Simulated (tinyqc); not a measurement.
The mobility curve: inversion-layer mobility, back-scattering and ballistic limit of a field-effect transistor. Computed by tinyqc, a small Python program. Command: `OMP_NUM_THREADS=1 python tinyqc.py 3006624 3006625 out.jsonl mos walk`. One thread of a shared host (Intel(R) Xeon(R) Processor @ 2.30GHz), about 0.01 s of CPU time with the checks.

The charge at the top of the source barrier is fixed by the gate; series resistance and short-channel effects are left out. F_j are Fermi integrals normalised to exp(eta) in the classical limit.

Inputs (values chosen for the exercise, modelled on a germanium p-channel):
```
quantity                                       value        unit
weight w of the inversion charge               0.333           -
permittivity eps                                  16           -
phonon mobility at 1 MV/cm and 300 K, mu_ph      250  cm^2/(V s)
roughness mobility at 1 MV/cm, mu_sr             350  cm^2/(V s)
Coulomb mobility at N_inv = 1e12/cm^2, mu_C      510  cm^2/(V s)
electrical oxide thickness t_inv                 5.5          nm
depletion charge N_dep                       3.9e+12      1/cm^2
temperature T                                    300           K
```

Statistics at the top of the barrier: Fermi-Dirac.

Constants: eps_0 = 8.8541878128e-12 F/m; e = 1.602176634e-19 C.

Method. N_inv = 3.9 eps_0 (V_G - V_T)/(e t_inv); effective field E_eff = e (N_dep + w N_inv)/(eps eps_0). mu_phonon = mu_ph (E_eff/1 MV/cm)^(-0.3) (T/300 K)^(-1.75); mu_rough = mu_sr (E_eff/1 MV/cm)^(-2); mu_Coulomb = mu_C (N_inv/1e12 cm^-2) (T/300 K); Matthiessen's rule adds 1/mu.

Mobilities (cm^2/(V s)):
```
V_G - V_T (V)  N_inv (1/cm^2)  E_eff (MV/cm)  phonon  roughness  Coulomb   total
0.03               1.1756e+11        0.44550  318.63     1763.5     60.0   49.06
0.06               2.3512e+11        0.44992  317.69     1729.0    119.9   82.88
0.12               4.7024e+11        0.45878  315.83     1662.9    239.8  125.99
0.20               7.8374e+11        0.47058  313.44     1580.5    399.7  158.10
0.35               1.3715e+12        0.49272  309.14     1441.7    699.5  186.64
0.50               1.9593e+12        0.51486  305.09     1320.4    999.3  198.58
0.75               2.9390e+12        0.55175  298.82     1149.7   1498.9  204.78
1.00               3.9187e+12        0.58865  293.08     1010.1   1998.5  203.98
1.50               5.8780e+12        0.66244  282.88      797.6   2997.8  195.22
```

What follows from these numbers?

The lowest part is Coulomb from 0.0300 to 0.120, phonon from 0.200 to 1.50 V. The total peaks at 205 near E_eff = 0.55 MV/cm: screening lifts it at low density and the field presses it down at high density.

Extremes, crossings and ranges named in words are read from the listed rows.
